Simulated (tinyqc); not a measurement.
Worked calculation: Gamma, L and X subbands of a thin body with non-parabolic valleys. Values are carried at full precision from step to step, so a last printed digit may differ when a step is redone from the rounded ones.

Hard walls, flat band, c = hbar^2/2m0, energies from the bulk Gamma edge. For a valley at angle theta to the normal 1/m_z = cos^2/ml + sin^2/mt and m_d = sqrt(ml mt^2/m_z). Subband n starts at E_v + e with e (1 + a e) = c (n pi/t)^2/m_z, and its density-of-states mass is taken as m_d (1 + 2 a e), without further growth at higher in-plane energy. Groups are named by valley and degeneracy.

Constants: hbar^2/2m0 = 3.80998211 eV angstrom^2; kB = 8.617333262e-05 eV/K.

Inputs chosen for the exercise (near those of a thin GaSb channel; the results hold for these values, not for the real material):
```
symbol  value           unit         meaning
face    110                          surface
mG      0.0391          m0           Gamma mass
aG      1.13            1/eV         Gamma non-parabolicity
EL      0.055           eV           L edge above Gamma
mL      (1.326, 0.101)  m0           L valleys (four, along <111>): ml, mt
EX      0.316           eV           X edge above Gamma
mX      (1.478, 0.222)  m0           X valleys (three, along <100>): ml, mt
aS      0.35            1/eV         non-parabolicity of L and X
t       42              angstrom     body thickness
Ns      2.1             x 1e12/cm^2  sheet density
T       300             K            temperature
eot     7               angstrom     equivalent oxide thickness
```

## Valley groups

List degeneracy, edge, m_z, m_d and a.

Groups:
```
group,g,E_v (eV),m_z,m_d,a (1/eV)
G1,1,0.000,0.0391,0.0391,1.13
L2,2,0.055,0.2629,0.2268,0.35
L2',2,0.055,0.1010,0.3660,0.35
X2,2,0.316,0.3860,0.4344,0.35
X1,1,0.316,0.2220,0.5728,0.35
```

## Subband edges

n = 1 to 8 for each group; list the ten lowest.

Subbands:
```
subband,g,E (eV),DOS mass
L2 n=1,2,0.1339,0.2393
L2' n=1,2,0.2524,0.4165
L2 n=2,2,0.3490,0.2735
X2 n=1,2,0.3702,0.4509
G1 n=1,1,0.3811,0.0728
X1 n=1,1,0.4090,0.6101
X2 n=2,2,0.5220,0.4970
L2 n=3,2,0.6576,0.3225
X1 n=2,1,0.6589,0.7103
L2' n=2,2,0.7366,0.5406
```

The lowest subband is L2 n=1, 119 meV below L2' n=1; in the bulk the lowest valley is Gamma.

## Filling and quantum capacitance

n_i = g m/(2 pi c) kB T ln(1 + exp((EF - E_i)/kB T)), sum n_i = Ns (1e12/cm^2 = 1e-4/angstrom^2), c = hbar^2/2m0. Quantum capacitance Cq = 1602.176634 sum g m/(2 pi c) f_i in microfarad/cm^2 with f_i = 1/(1 + exp((E_i - EF)/kB T)); Cox = 34.5313/eot (one gate); C/Cox = Cq/(Cq + Cox), the centroid term left out.

Over the ten listed subbands, named by valley (G, L, X), degeneracy and number.

EF = 0.1153 eV

n_i in the order of the list (1e12/cm^2): 2.054  0.045  0.001  0.001  0.000  0.000  0.000  0.000  0.000  0.000

Cq = 10.79 microfarad/cm^2
Cox = 4.933 microfarad/cm^2
C/Cox = 0.686

EF lies 19 meV below the lowest edge; Gamma holds 0 % of the electrons. The low density of states costs 31 % of the gate capacitance.

## Checks

- Cq against the slope dNs/dEF by finite differences, microfarad/cm^2: both 10.79.

(tinyqc, `OMP_NUM_THREADS=1 python tinyqc.py 1280040 1280041 out.jsonl`, Intel(R) Xeon(R) Processor @ 2.30GHz, 1 thread, shared host, about 0.04 s.)
